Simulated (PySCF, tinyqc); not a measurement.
Worked calculation: LCCD on RHF in the sto-3g basis, for H4, spin multiplicity 1. The lowest restricted solution is unstable here: a spin-polarised one lies 0.0023 hartree lower (PySCF). One step of it, computed by the program tinyqc.

Task: Integrals over molecular orbitals. (pq|rs) = sum C_ip C_jq C_kr C_ls (ij|kl), one index at a time.

coefficients C, order 1H 1s, 2H 1s, 3H 1s, 4H 1s:
```
[[0.342264, 0.493402, 0.689590, -0.613497],
 [0.437231, 0.398719, -0.519655, 0.842865],
 [0.437231, -0.398719, -0.519655, -0.842865],
 [0.342264, -0.493402, 0.689590, 0.613497]]
```

core Hamiltonian H = T + V (hartree), order 1H 1s, 2H 1s, 3H 1s, 4H 1s:
```
[[-1.265584, -0.729020, -0.087816, -0.008090],
 [-0.729020, -1.495252, -0.539030, -0.087816],
 [-0.087816, -0.539030, -1.495252, -0.729020],
 [-0.008090, -0.087816, -0.729020, -1.265584]]
```

Two-electron integrals (ij|kl) in chemists' order, unique and non-zero (hartree):
```
(11|11) 0.774606   (21|11) 0.244000   (21|21) 0.103899   (22|11) 0.430822
(22|21) 0.244000   (22|22) 0.774606   (31|11) 0.017532   (31|21) 0.008596
(31|22) 0.024194   (31|31) 0.000904   (32|11) 0.083685   (32|21) 0.047290
(32|22) 0.159120   (32|31) 0.006136   (32|32) 0.048520   (33|11) 0.205912
(33|21) 0.110232   (33|22) 0.364163   (33|31) 0.017532   (33|32) 0.159120
(33|33) 0.774606   (41|11) 0.001032   (41|21) 0.000549   (41|22) 0.001708
(41|31) 0.000068   (41|32) 0.000512   (41|33) 0.001708   (41|41) 0.000006
(42|11) 0.009788   (42|21) 0.005326   (42|22) 0.017532   (42|31) 0.000741
(42|32) 0.006136   (42|33) 0.024194   (42|41) 0.000068   (42|42) 0.000904
(43|11) 0.069530   (43|21) 0.035411   (43|22) 0.110232   (43|31) 0.005326
(43|32) 0.047290   (43|33) 0.244000   (43|41) 0.000549   (43|42) 0.008596
(43|43) 0.103899   (44|11) 0.142137   (44|21) 0.069530   (44|22) 0.205912
(44|31) 0.009788   (44|32) 0.083685   (44|33) 0.430822   (44|41) 0.001032
(44|42) 0.017532   (44|43) 0.244000   (44|44) 0.774606
```

Give: one-electron integrals over orbitals h = C^T H C; Two-electron integrals over orbitals.

Result:

one-electron integrals over orbitals h = C^T H C (hartree):
```
[[-1.5652, 0.0000, 0.1212, 0.0000],
 [0.0000, -1.4209, 0.0000, -0.1010],
 [0.1212, 0.0000, -1.1392, 0.0000],
 [0.0000, -0.1010, 0.0000, -0.9790]]
```

Two-electron integrals over orbitals (pq|rs), unique and non-zero (hartree):
```
(11|11) 0.4278    (21|21) 0.1800    (22|11) 0.4029    (22|22) 0.4127
(31|11) -0.0557   (31|22) 0.0050    (31|31) 0.1111    (32|21) 0.0755
(32|32) 0.1179    (33|11) 0.4051    (33|22) 0.4075    (33|31) -0.0028
(33|33) 0.4227    (41|21) 0.0275    (41|32) -0.0776   (41|41) 0.0968
(42|11) 0.0615    (42|22) 0.0055    (42|31) -0.1083   (42|33) 0.0028
(42|42) 0.1131    (43|21) -0.1768   (43|32) -0.0780   (43|41) -0.0258
(43|43) 0.1883    (44|11) 0.4459    (44|22) 0.4218    (44|31) -0.0594
(44|33) 0.4326    (44|42) 0.0668    (44|44) 0.4843
```
